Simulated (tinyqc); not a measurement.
Van der Pauw, Hall and four-point-probe measurements on a doped layer: one step of the calculation.

A uniform p-type layer with sheet resistance Rs = 1/(q ns mu), point contacts, low field (mu B small).

Question. New z. The van der Pauw equation exp(-pi RA z) + exp(-pi RB z) = 1 is solved for z = 1/Rs: e1 = exp(-pi RA z), e2 = exp(-pi RB z), f = e1 + e2 - 1, f' = -pi (RA e1 + RB e2), z(new) = z - f/f'.

z after iteration 1 = 2.2671386 mS
RA = 11.400730 ohm
RB = 285.84531 ohm

Give: e1; e2; f; f'; z after iteration 2.

Answer.

e1 = 0.9220
e2 = 0.1306
f = 0.05257
f' = -0.1503 kohm
z after iteration 2 = 2.617 mS

tinyqc, about 0.01 s, one thread, Intel Xeon 2.30GHz (shared host): `OMP_NUM_THREADS=1 python tinyqc.py 2850194 2850195 out.jsonl`
